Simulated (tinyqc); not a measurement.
Threshold-voltage variability of a planar MOSFET, analytic estimates: two steps of the calculation.

Three independent sources add in quadrature: random dopants in the depleted layer, metal-gate grains of two orientations, and roughness of the two gate edges acting through the roll-off VT = VT(long) - Vr exp(-L/l). These are first-order estimates: no three-dimensional electrostatics, no percolation.

Inputs (values chosen for the exercise); material values close to those of silicon:
- T = 325 K (temperature)
- Eg = 1.12 eV (band gap)
- eps_r = 11.8 (relative permittivity of the semiconductor)
- Nc = 3.2e19 cm^-3 (conduction-band density of states at T)
- Nv = 3.03e19 cm^-3 (valence-band density of states at T)
- Na = 5e18 cm^-3 (channel doping)
- ti = 2.4 nm (oxide-equivalent thickness in inversion)
- L = 65 nm (gate length)
- W = 140 nm (gate width)
- n = 1.18 (subthreshold factor)
- gI = 15 1/V (gm/I of a matched pair)
- sb = 2 % (spread of the gain factor of one device)

Constants: q = 1.602176634e-19 C, kB = 1.380649e-23 J/K, Vt = kB T/q, eps0 = 8.8541878128e-14 F/cm where lengths are in cm. Results are converted to the units shown.

Problem 1. Random dopants. ni = sqrt(Nc Nv) exp(-Eg/(2 Vt)), Eg in volts; Cox = 3.9 eps0/ti; Wd = sqrt(4 eps0 eps_r Vt ln(Na/ni)/(q Na)); dopants: s1 = (q/Cox) sqrt(Na Wd/(3 L W)). The slope A1 = s1 sqrt(L W); mean number of dopants Na L W Wd.

Wanted: Cox; Wd; mean number of dopants; A1; s1.

Solution 1.

Cox = 1.439 uF/cm^2
Wd = 16.29 nm
mean number of dopants = 741.3
A1 = 1.835 mV um
s1 = 19.24 mV

Counting alone, 1/sqrt(N) of the depletion voltage q Na Wd/Cox = 907 mV, would give sqrt(3) times more: dopants deep in the layer act less on the surface.

Problem 2. Total spread, mismatch and leakage. s = sqrt(s1^2 + s2^2 + s3^2). For a pair: s(dVT) = sqrt(2) s; current mismatch sqrt(2) sqrt((gI s)^2 + sb^2); input offset = current mismatch/gI. For a Gaussian VT the off current is log-normal with mean/median = exp(s^2/(2 (n Vt)^2)).

s1 = 19.235181 mV
s2 = 3.5948681 mV
s3 = 0.54414680 mV

Wanted: s; s(dVT); current mismatch; input offset; mean/median of Ioff.

Solution 2.

s = 19.58 mV
s(dVT) = 27.68 mV
current mismatch = 41.62 %
input offset = 27.75 mV
mean/median of Ioff = 1.192

Program tinyqc, `OMP_NUM_THREADS=1 python tinyqc.py 2090023 2090024 out.jsonl`; Intel Xeon 2.30GHz, shared host, one thread, about 0.01 s.
